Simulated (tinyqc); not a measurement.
From results back to parameters: recursion (Haydock) method for the local density of states: surface site of a square lattice. Two cases, with inputs chosen for the exercise.

Problem. A local density has moments mu1 = a0, mu2 = a0^2 + b1^2 and, for a1 = a2 = 0, mu4 = a0^4 + 3 a0^2 b1^2 + b1^4 + b1^2 b2^2; b1^2 = (number of neighbours) t^2. The moments come from a hidden site.

Find: a0, b1, b2; neighbours.

Method. Take the moments in turn: mu1 gives a0, mu2 gives b1, mu4 gives b2.

Case 1.

Values chosen: t = 0.52 eV (hopping).

mu1, mu2, mu4 (eV^n): 0.00000  0.81120  1.46232

Solution.

a0, b1, b2 (eV): 0.000  0.901  0.996

neighbours = 3

Case 2.

Values chosen: t = 1.13 eV (hopping).

mu1, mu2, mu4 (eV^n): 0.00000  3.83070  32.60947

Solution.

a0, b1, b2 (eV): 0.000  1.957  2.164

neighbours = 3

Computed by tinyqc, one run a case: `OMP_NUM_THREADS=1 python tinyqc.py N N+1 out.jsonl` with N = 1450203, 1450531; one thread of a shared Intel(R) Xeon(R) Processor @ 2.30GHz, about 0.01 s a run at most.
